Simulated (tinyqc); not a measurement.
# One level coupled to a phonon between two leads, self-consistent Born approximation: effects of single changes

Wide-band leads with mu_L = +V/2 and mu_R = -V/2; phonons in equilibrium, Nq = 1/(exp(w0/kB T) - 1). Scattering links only energies that differ by w0, so a ladder E_k = E1 + k w0 closes on itself; terms that reach past its ends are dropped. Gn and Gp are the electron and hole parts of the spectral function A = Gn + Gp.

Parameters, values chosen for the exercise: temperature of leads and phonons T = 77 K; phonon energy w0 = 63 meV; level ed = -83 meV; coupling to the left lead GL = 15 meV; coupling to the right lead GR = 9.8 meV; electron-phonon matrix element M = 20 meV; bias V = 240 mV.

Constants: q = 1.602176634e-19 C, kB = 1.380649e-23 J/K, h = 6.62607015e-34 J s, Vt = kB T/q. Results are converted to the units shown.

Each table varies one quantity; the others keep the values above.

## Effect of the coupling

|G|^2 = 1/[(E - ed)^2 + (GL + GR + Sin + Sout)^2/4], Gn = |G|^2 (GL fL + GR fR + Sin), Gp = |G|^2 (GL (1 - fL) + GR (1 - fR) + Sout), f = 1/(1 + exp((E - mu)/kB T)). Sin(E) = M^2 [(Nq + 1) Gn(E + w0) + Nq Gn(E - w0)], Sout(E) = M^2 [(Nq + 1) Gp(E - w0) + Nq Gp(E + w0)]. Spectral currents into the level: iL = GL [fL Gp - (1 - fL) Gn], iR = GR [fR Gp - (1 - fR) Gn]. Here E - ed is replaced by E - ed - R(E), with the real part R(E) = (1/2 pi) P int [Sin + Sout](y) dy/(E - y). The total for one spin is I = (q/h) times the integral of iL over all E (all ladders, each long enough that its ends do not matter); the power given to phonons is (1/h) times the integral of E (iL + iR).

The same in every row: I without phonons (uA) = 1.248.

Effect of the coupling:
```
M (meV)  I (uA)  ratio of the two  power to phonons (nW)  share of I V (%)
3.2       1.247            0.9990                 0.2198           0.07346
8.9       1.239            0.9921                  1.636            0.5505
14.7      1.223            0.9794                  4.163             1.419
20.5      1.201            0.9622                  7.389             2.563
26.2      1.176            0.9421                  10.90             3.862
32        1.148            0.9195                  14.57             5.291
37.8      1.118            0.8958                  18.20             6.783
```

Read the table: what changes, and by how much?

The ratio to the current without phonons falls from 0.999 to 0.896, and the power to phonons rises from 0.220 to 18.2 nW, as M^(1.96) between the first two rows (lowest order gives 2). Phonons lower the current here: the level lies inside the bias window, and broadening, sidebands and the shift R move weight out of it.

## Effect of the level position

Same model as above.

Result of one run:
```
ed (meV)   I (uA)  I without phonons (uA)  ratio of the two  power to phonons (nW)  share of I V (%)
208       0.05018                 0.04818             1.041                0.03282            0.2725
```

What becomes of these results when the level ed is changed from 208 to 35 meV, all else the same?

Result of the changed run:
```
ed (meV)  I (uA)  I without phonons (uA)  ratio of the two  power to phonons (nW)  share of I V (%)
35         1.328                   1.338            0.9924                  12.49             3.920
```

The whole series:
```
ed (meV)   I (uA)  I without phonons (uA)  ratio of the two  power to phonons (nW)  share of I V (%)
0           1.342                   1.347            0.9959                  13.15             4.084
35          1.328                   1.338            0.9924                  12.49             3.920
69          1.264                   1.296            0.9750                  8.489             2.799
104         1.030                   1.048            0.9825                  4.883             1.976
139        0.3505                  0.3017             1.162                  1.042             1.239
173        0.1006                 0.09241             1.089                 0.1256            0.5200
208       0.05018                 0.04818             1.041                0.03282            0.2725
243       0.03168                 0.03090             1.025                0.01334            0.1755
278       0.02225                 0.02186             1.017               0.006642            0.1244
```

I falls from 1.34 to 0.0222 uA as the level leaves the window |E| < 120 meV; the ratio to the current without phonons moves up and down between 0.975 and 1.16. The power to phonons falls from 13.2 to 0.00664 nW.

Range of the model: The self-consistent Born approximation keeps only non-crossing phonon lines and no Hartree shift; it is rough once the coupling nears the phonon energy.

Numbers from tinyqc (`OMP_NUM_THREADS=1 python tinyqc.py 2720034 2720035 out.jsonl`; about 0.09 s on one thread of a shared Intel Xeon 2.30GHz).
